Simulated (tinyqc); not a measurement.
Capacitance measurement on a leaky thin oxide: effects of series resistance and leakage: readings against frequency.

The device is a capacitance C in parallel with a leakage conductance G, in series with Rs and Ls. An impedance meter reports either a parallel pair (Cp, Gp) from Y = 1/Z = Gp + i w Cp or a series pair (Cs, Rm) from Z = Rm + 1/(i w Cs); w = 2 pi f, dissipation D = Gp/(w |Cp|).

EOT = 3.9 tox/eox; CET = EOT + zc + zp; C = 3.9 eps0 A/CET; G = Jg A/Vs. Z = Rs + i w Ls + 1/(G + i w C); CET read from Cp = 3.9 eps0 A/Cp; errors under 0.001 % are printed as 0.

Parameters, values chosen for the exercise; values of the order met in thin-oxide MOS capacitors: relative permittivity of the gate insulator (close to silicon dioxide) eox = 3.9; insulator thickness tox = 1.1 nm; gate area A = 400 um^2; oxide-equivalent thickness added by the accumulation layer zc = 0.45 nm; oxide-equivalent thickness added by gate depletion zp = 0.12 nm; gate leakage current density, not matched to the thickness Jg = 0.0014 A/cm^2; voltage for an e-fold rise of the leakage Vs = 0.43 V; series resistance Rs = 14 ohm; series inductance Ls = 0 nH.

Constants: eps0 = 8.8541878128e-14 F/cm where lengths are in cm. Results are converted to the units shown.

The same in every row: C (pF) = 8.2710.

Result of one run:
```
f (Hz)	Cp (pF)	Cs (pF)	D	error of Cp (%)	error of Cs (%)	CET read from Cp (nm)
3e6	8.2709	8.2710	0.0022662	0	0	1.6700
```

What becomes of these results when the measuring frequency f is changed from 3e6 to 1e5 Hz, all else the same?

Result of the changed run:
```
f (Hz)	Cp (pF)	Cs (pF)	D	error of Cp (%)	error of Cs (%)	CET read from Cp (nm)
1e5	8.2710	8.2710	0.0025788	0	0	1.6700
```

The whole series:
```
f (Hz)	Cp (pF)	Cs (pF)	D	error of Cp (%)	error of Cs (%)	CET read from Cp (nm)
1000	8.2710	8.7904	0.25060	0	6.28	1.6700
3000	8.2710	8.3287	0.083536	0	0.698	1.6700
10000	8.2710	8.2762	0.025067	0	0.0628	1.6700
30000	8.2710	8.2716	0.0083752	0	6.98e-3	1.6700
1e5	8.2710	8.2710	0.0025788	0	0	1.6700
3e5	8.2710	8.2710	0.0010536	0	0	1.6700
1e6	8.2710	8.2710	9.7815e-4	0	0	1.6700
3e6	8.2709	8.2710	0.0022662	0	0	1.6700
1e7	8.2705	8.2710	0.0073006	-5.33e-3	0	1.6701
3e7	8.2670	8.2710	0.021835	-0.0477	0	1.6708
```

D goes from 0.251 through a minimum of 9.78e-4 (at f = 1e6 Hz among the rows listed) to 0.0218; without inductance its minimum lies at f = sqrt(G (1 + G Rs)/Rs)/(2 pi C) = 5.87e5 Hz. The error of Cp goes from 0 to -0.0477 % and that of Cs from 6.28 to 0 %; at low frequency Cp tends to C/(1 + G Rs)^2 and Cs grows as 1 + (G/(w C))^2. One of the two readings is within 2 % of C for f = 1000, 3000, 10000, 30000, 1e5, 3e5, 1e6, 3e6, 1e7, 3e7 Hz.

tinyqc, about 0.01 s, one thread, Intel Xeon 2.30GHz (shared host): `OMP_NUM_THREADS=1 python tinyqc.py 2022159 2022160 out.jsonl`
